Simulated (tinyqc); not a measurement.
Koster-Slater impurity in a tight-binding band, by Green functions and by supercells: one step, computed by the program tinyqc. Command: `OMP_NUM_THREADS=1 python tinyqc.py 3002063 3002064 out.jsonl kosterslater walk`. One thread of a shared host (Intel(R) Xeon(R) Processor @ 2.30GHz), about 0.04 s of CPU time with the checks.

One orbital per site, e(k) = -2 t sum cos(k_i) over 2 direction(s), band from -4 t to 4 t, lattice constant 1. One site has the extra energy U. Spin is left out.

Task: Scattering. T = U/(1 - U G0); phase shift delta = -arg(1 - U G0) in (-pi, pi]; host density of states -Im G0/pi; on the impurity -Im[G0/(1 - U G0)]/pi; lifetime of a band state hbar/(-2 c Im T).

Inputs (values chosen for the exercise, for a model band): impurity potential U = 2.87 eV; impurity concentration c = 0.0002 per site.

Lattice: square.

G0(E + i eta) = -0.4253249-0.7812269i 1/eV

Constants: hbar = 6.582119569e-16 eV s.

Give: T matrix; phase shift delta; host density of states; density of states on the impurity; scattering lifetime.

Result:

T matrix = 0.6400-0.6462i eV

phase shift delta = -0.7902 rad

host density of states = 0.2487 1/eV

density of states on the impurity = 0.02497 1/eV

scattering lifetime = 2547 fs

The Born approximation would take Im T = U^2 Im G0 = -6.43 eV, 9.96 times the full value.
